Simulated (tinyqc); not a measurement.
Lattice vibrations of a chain, step by step. One step of it, computed by the program tinyqc.

Question. Frequencies. omega^2 are the eigenvalues; wavenumber = 521.4708 sqrt(eigenvalue) 1/cm.

D(q) (eV/(angstrom^2 u)):
```
,1,2
1,0.376944,-0.471133+0.295651i
2,-0.471133-0.295651i,1.487365
```

Give: eigenvalues; wavenumbers; weights |e|^2 of the mass-weighted modes.

Answer.

eigenvalues: 0.1463  1.7181

wavenumbers (1/cm): 199.4  683.5

weights |e|^2 of the mass-weighted modes:
```
,mode 1,mode 2
atom 1,0.8532,0.1468
atom 2,0.1468,0.8532
```
